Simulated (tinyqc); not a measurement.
Thermoelectric coefficients of a parabolic band, Landauer integrals: two steps of the calculation.

Bulk parabolic band, x = (E - Ec)/kB T, C = hbar^2/(2 m0), kB T in eV. Modes per area gv m kB T x/(4 pi C) times the back-scattering length l0 x^rr give the transport function s0 X(x), s0 = (2 q^2/h) gv m kB T l0/(4 pi C), X = x^(1 + rr). I_k = int X (x - eta)^k w dx, w = 1/(4 cosh^2((x - eta)/2)).

Parameters, values chosen for the exercise:
```
symbol,value,unit,meaning
T,300,K,temperature
rr,0.5,,energy exponent of that length
kL,0.3,W/(m K),lattice thermal conductivity
eta,4.3,,reduced Fermi level (EF - Ec)/kB T
xa,0,,lower end of the grid
xe,14,,upper end of the grid
nE,17,,points of the grid
```

Question 1. The three integrals on a coarse grid. Simpson's rule on nE equally spaced points from xa to xe.

Give: x; X; w; X w; I_0, I_1, I_2 on this grid.

Answer 1.

x, point 0 to 16: [0.00, 0.88, 1.75, 2.62, 3.50, 4.38, 5.25, 6.12, 7.00, 7.88, 8.75, 9.62, 10.50, 11.38, 12.25, 13.12, 14.00]
X, point 0 to 16: [0, 0.8185, 2.315, 4.253, 6.548, 9.151, 12.03, 15.16, 18.52, 22.10, 25.88, 29.86, 34.02, 38.36, 42.88, 47.55, 52.38]
w, point 0 to 16: [0.01321, 0.03053, 0.06718, 0.1329, 0.2139, 0.2496, 0.2011, 0.1196, 0.05901, 0.02651, 0.01141, 0.004821, 0.002021, 8.446e-4, 3.524e-4, 1.470e-4, 6.128e-5]
X w, point 0 to 16: [0, 0.02499, 0.1555, 0.5651, 1.401, 2.285, 2.419, 1.812, 1.093, 0.5858, 0.2953, 0.1440, 0.06877, 0.03240, 0.01511, 0.006988, 0.003210]
I_0, I_1, I_2 on this grid: [9.544, 9.803, 37.91]

Question 2. Power factor and figure of merit. Power factor S^2 sigma, ZT = S^2 sigma T/(kappa_e + kL).

sigma = 1381.0206 S/cm
S = -88.874679 uV/K
kappa_e = 0.90846686 W/(m K)

Wanted: power factor; ZT; electronic share of kappa.

Answer 2.

power factor = 1.091 mW/(m K^2)
ZT = 0.2708
electronic share of kappa = 75.18 %

Range of the model: Parabolic bands, elastic scattering and a fixed kL make these model figures, not those of a material.

Program tinyqc, `OMP_NUM_THREADS=1 python tinyqc.py 2800124 2800125 out.jsonl`; Intel Xeon 2.30GHz, shared host, one thread, about 0.05 s.
